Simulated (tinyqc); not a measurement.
Tunnelling through a gate dielectric with the two-band (Franz) dispersion, WKB transmission and Tsu-Esaki current: two steps of the calculation.

Electrons leave the emitter at x = 0. Energies E (motion across the layers) are in eV from the emitter Fermi level; the collector Fermi level lies at -V and offers states at every E. No charge in the dielectric and no image force: F1 = V/t1, U = phi1 - F1 x. With C = hbar^2/(2 m0), kappa = sqrt(m u (1 - u/Egx)/C), u = U - E where U > E and 0 elsewhere; T(E) = exp(-S), S = 2 times the integral of kappa over x.

Values chosen for this exercise; dielectric values close to those of silicon dioxide: temperature T = 300 K; Fermi energy of the emitter above its band bottom Ef = 0.47 eV; emitter mass in the supply function me = 0.52 m0; barrier of layer 1 above the emitter Fermi level at zero bias phi1 = 3.2 eV; tunnelling mass of layer 1 m1 = 0.5 m0; thickness of layer 1 t1 = 7.6 nm; gap parameter of the two-band dispersion, set freely Egx = 9.2 eV; voltage across the dielectric V = 3.9 V; energy of the electron followed E = 0 eV; cells in each layer nc = 5; lower end of the energy grid Ea = -0.34 eV; upper end of the energy grid Eb = 0.49 eV; points of the energy grid nE = 15.

Constants: q = 1.602176634e-19 C, kB = 1.380649e-23 J/K, hbar = 1.054571817e-34 J s, m0 = 9.1093837015e-31 kg, Vt = kB T/q, hbar^2/(2 m0) = 0.0380998212 eV nm^2. Results are converted to the units shown.

Question 1. WKB exponent by the midpoint rule. Cut each layer into nc equal cells, take U and kappa at the cell centres, and sum S = 2 sum kappa h.

Wanted: x; U; kappa; S; T(E).

Answer 1.

| cell | x (nm) | U (eV) | kappa (1/nm) |
|---|---|---|---|
| 0 | 0.7600 | 2.8100 | 5.0610 |
| 1 | 2.2800 | 2.0300 | 4.5566 |
| 2 | 3.8000 | 1.2500 | 3.7650 |
| 3 | 5.3200 | 0.4700 | 2.4193 |
| 4 | 6.8400 | -0.3100 | 0.0000 |

S = 48.038
T(E) = 1.3726e-21

Question 2. Current density on a coarse energy grid. Each layer adds (2/F) sqrt(m/C) [G(u at its left edge) - G(u at its right edge)] to S, with u = U - E (0 where negative) and G(u) = Egx^1.5 (th - sin(4 th)/4)/4, th = arcsin sqrt(u/Egx). The slope follows from 1/d = -dS/dE.

J = J0 times the integral of T(E) N(E) dE, N = ln[(1 + exp(-E/Vt))/(1 + exp((-E - V)/Vt))], J0 = q^2 me m0 kB T/(2 pi^2 hbar^3) (times 1e-4 for A/cm^2 per eV), by Simpson's rule on nE equally spaced points from Ea to Eb.

Wanted: E; T(E); N; T(E) N; J0; J.

Answer 2.

| point | E (eV) | T(E) | N | T(E) N |
|---|---|---|---|---|
| 0 | -0.3400 | 1.488e-24 | 13.15 | 1.956e-23 |
| 1 | -0.2807 | 5.106e-24 | 10.86 | 5.545e-23 |
| 2 | -0.2214 | 1.746e-23 | 8.565 | 1.495e-22 |
| 3 | -0.1621 | 5.942e-23 | 6.274 | 3.728e-22 |
| 4 | -0.1029 | 2.013e-22 | 3.997 | 8.047e-22 |
| 5 | -0.0436 | 6.788e-22 | 1.855 | 1.260e-21 |
| 6 | 0.0157 | 2.277e-21 | 0.4347 | 9.900e-22 |
| 7 | 0.0750 | 7.600e-21 | 0.05350 | 4.066e-22 |
| 8 | 0.1343 | 2.522e-20 | 0.005532 | 1.395e-22 |
| 9 | 0.1936 | 8.323e-20 | 5.598e-4 | 4.659e-23 |
| 10 | 0.2529 | 2.730e-19 | 5.652e-5 | 1.543e-23 |
| 11 | 0.3121 | 8.897e-19 | 5.705e-6 | 5.075e-24 |
| 12 | 0.3714 | 2.881e-18 | 5.758e-7 | 1.659e-24 |
| 13 | 0.4307 | 9.264e-18 | 5.812e-8 | 5.384e-25 |
| 14 | 0.4900 | 2.958e-17 | 5.866e-9 | 1.735e-25 |

J0 = 2.176e8 A/(cm^2 eV)
J = 5.506e-14 A/cm^2

The integrand peaks at E = -0.0436 eV among these points.

Program tinyqc, `OMP_NUM_THREADS=1 python tinyqc.py 2540082 2540083 out.jsonl`; Intel Xeon 2.30GHz, shared host, one thread, about 0.02 s.
